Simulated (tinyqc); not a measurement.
Ballistic conductance of a ribbon with a Dirac band by counting modes: one step of the calculation.

Subband edges E_n = hbar v pi |n + al|/W for all integers n (the walls mix the two valleys, so no further valley factor enters); only conduction subbands count, the valence ones being far below Ef. Every mode transmits fully; spin gives the factor 2 in 2 q^2/h.

Problem. Conductance and ballistic resistance. G = (2 q^2/h) M; at zero temperature M counts the edges below Ef, at T it is the sum of degeneracy times f. The smooth (Sharvin) count is 2 Ef W/(pi hbar v). The sum runs over the edges listed.

Values chosen for this exercise:
- T = 300 K (temperature)
- v = 9.9e5 m/s (Dirac velocity)
- Ef = 0.398 eV (Fermi energy above the Dirac point)
- W = 21 nm (width)

Constants: q = 1.602176634e-19 C, hbar = 1.054571817e-34 J s, h = 6.62607015e-34 J s. Results are converted to the units shown.

edge, mode 0 to -5 (eV): [0.02437090, 0.07311270, 0.12185449, 0.17059629, 0.21933809, 0.26807989, 0.31682169, 0.36556348, 0.41430528, 0.46304708]
degeneracy, mode 0 to -5: [1, 1, 1, 1, 1, 1, 1, 1, 1, 1]
f, mode 0 to -5: [0.99999947, 0.99999652, 0.99997704, 0.99984874, 0.99900418, 0.99347478, 0.95851755, 0.77811247, 0.34734810, 0.07473488]

Give: M at zero temperature; M at T; G; resistance 1/G; smooth count.

Solution.

M at zero temperature = 8
M at T = 8.151
G = 631.5 uS
resistance 1/G = 1.583 kohm
smooth count = 8.165

The smooth count is 0.18 % above M at T.

Numbers from tinyqc (`OMP_NUM_THREADS=1 python tinyqc.py 2740032 2740033 out.jsonl`; about 0.04 s on one thread of a shared Intel Xeon 2.30GHz).
